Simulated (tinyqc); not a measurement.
Inside a calculation: finite square well with mass mismatch (envelope functions). Values are carried at full precision from step to step, so a last printed digit may differ when a step is redone from the rounded ones.

A square well of width L and depth V0, mass mw inside and mb outside, energies from the bottom of the well, c = hbar^2/2m0. k = sqrt(mw E/c), kappa = sqrt(mb (V0 - E)/c). psi and psi'/m are continuous at the walls (BenDaniel-Duke), so level n solves k L + 2 atan[(k/mw)/(kappa/mb)] = n pi.

Constants: hbar^2/2m0 = 3.80998211 eV angstrom^2.

Inputs chosen for the exercise (near those of the light valleys of a Si film in SiO2; the results hold for these values, not for the real material):

| symbol | value | unit | meaning |
|---|---|---|---|
| L | 65 | angstrom | well width |
| V0 | 3.084 | eV | barrier height |
| mw | 0.192 | m0 | mass in the well |
| mb | 0.523 | m0 | mass in the barrier |
| alpha_w | 0.51 | 1/eV | non-parabolicity in the well |
| alpha_b | 0.16 | 1/eV | non-parabolicity in the barrier |

## How many levels are bound

At E = V0 the arctangent equals pi/2, so level n is bound if k0 L > (n - 1) pi with k0 = sqrt(mw V0/c). Compare with the infinitely deep well, E1(hard) = c (pi/L)^2/mw.

k0 = 0.39423 1/angstrom
k0 L/pi = 8.1566
number of bound levels = 9
E1(hard) = 0.0464 eV

The count does not depend on mb. One more level binds at L = 71.7 angstrom.

## The lowest level by bisection

f(E) = k L + 2 atan[(k/mw)/(kappa/mb)] - pi rises with E. Twelve halvings of [0, V0]: keep the half in which f changes sign.

Bisection:

| step | low (eV) | high (eV) | midpoint (eV) | k | kappa | f |
|---|---|---|---|---|---|---|
| 1 | 0.00000 | 3.08400 | 1.54200 | 0.27876 | 0.46008 | 17.0299 |
| 2 | 0.00000 | 1.54200 | 0.77100 | 0.19711 | 0.56348 | 11.1933 |
| 3 | 0.00000 | 0.77100 | 0.38550 | 0.13938 | 0.60863 | 7.0336 |
| 4 | 0.00000 | 0.38550 | 0.19275 | 0.09856 | 0.62999 | 4.0703 |
| 5 | 0.00000 | 0.19275 | 0.09638 | 0.06969 | 0.64040 | 1.9646 |
| 6 | 0.00000 | 0.09638 | 0.04819 | 0.04928 | 0.64555 | 0.4715 |
| 7 | 0.00000 | 0.04819 | 0.02409 | 0.03485 | 0.64810 | -0.5858 |
| 8 | 0.02409 | 0.04819 | 0.03614 | 0.04268 | 0.64683 | -0.0120 |
| 9 | 0.03614 | 0.04819 | 0.04216 | 0.04610 | 0.64619 | 0.2385 |
| 10 | 0.03614 | 0.04216 | 0.03915 | 0.04442 | 0.64651 | 0.1157 |
| 11 | 0.03614 | 0.03915 | 0.03765 | 0.04356 | 0.64667 | 0.0525 |
| 12 | 0.03614 | 0.03765 | 0.03689 | 0.04312 | 0.64675 | 0.0204 |

After twelve halvings the bracket is V0/4096 = 0.753 meV wide.

## Bound levels

Solve the condition for each n (six at most). With A = cos(kL/2) for even and sin(kL/2) for odd levels, the probability in the barriers is Pb = (A^2/kappa)/(A^2/kappa + L/2 +/- sin(kL)/(2k)), + for even.

Levels:

| n | parity | E (eV) | k (1/angstrom) | kappa (1/angstrom) | Pb |
|---|---|---|---|---|---|
| 1 | even | 0.0364 | 0.04284 | 0.64680 | 0.0013 |
| 2 | odd | 0.1461 | 0.08581 | 0.63505 | 0.0052 |
| 3 | even | 0.3303 | 0.12902 | 0.61482 | 0.0111 |
| 4 | odd | 0.5905 | 0.17251 | 0.58505 | 0.0186 |
| 5 | even | 0.9281 | 0.21627 | 0.54400 | 0.0277 |
| 6 | odd | 1.3438 | 0.26023 | 0.48875 | 0.0389 |

The lowest level lies at 79 % of the infinite-well value and decays into the barrier over 1/kappa = 1.5 angstrom. Above about 0.5 eV (from level 4 on) a parabolic band is a rough model.

## Mass in the plane and density of states

To first order in the in-plane energy, 1/m_par = (1 - Pb)/mw + Pb/mb for each subband. Each adds a step D = m_par/(2 pi c) to the density of states per area (spin included, one valley); 1/angstrom^2 = 1e16/cm^2.

Subbands:

| n | m_par (m0) | D (1e13/(eV cm^2)) |
|---|---|---|
| 1 | 0.1922 | 8.027 |
| 2 | 0.1926 | 8.047 |
| 3 | 0.1934 | 8.077 |
| 4 | 0.1943 | 8.116 |
| 5 | 0.1954 | 8.164 |
| 6 | 0.1968 | 8.223 |

The mass is taken as isotropic here; the valleys of Si are not, and in the plane they have sqrt(ml mt), about 0.42 m0, so their real steps are about twice as large.

## Levels with energy-dependent masses

Non-parabolic bands: mw is replaced by mw (1 + alpha_w E) and mb by mb (1 - alpha_b (V0 - E)), in k, kappa and the matching condition alike.

Solve the same condition with the energy-dependent masses, and list the shift from the parabolic levels that exist in both.

Levels:

| n | E (eV) | mass inside | mass outside | shift (meV) |
|---|---|---|---|---|
| 1 | 0.0382 | 0.1957 | 0.2681 | 1.8 |
| 2 | 0.1459 | 0.2063 | 0.2771 | -0.2 |
| 3 | 0.3072 | 0.2221 | 0.2906 | -23.1 |
| 4 | 0.5058 | 0.2415 | 0.3073 | -84.7 |
| 5 | 0.7296 | 0.2634 | 0.3260 | -198.6 |
| 6 | 0.9701 | 0.2870 | 0.3461 | -373.8 |

Level 1 moves by +1.8 meV and level 6 by -373.8 meV. The lighter mass deep in the barrier hardens the wall for low levels; the heavier mass in the well wins higher up.

## Checks

- Lowest level by finite differences (200 cells across the well) against the matching condition, eV: both 0.0364.

tinyqc: `OMP_NUM_THREADS=1 python tinyqc.py 1280347 1280348 out.jsonl`; about 0.01 s, one thread, shared Intel(R) Xeon(R) Processor @ 2.30GHz.
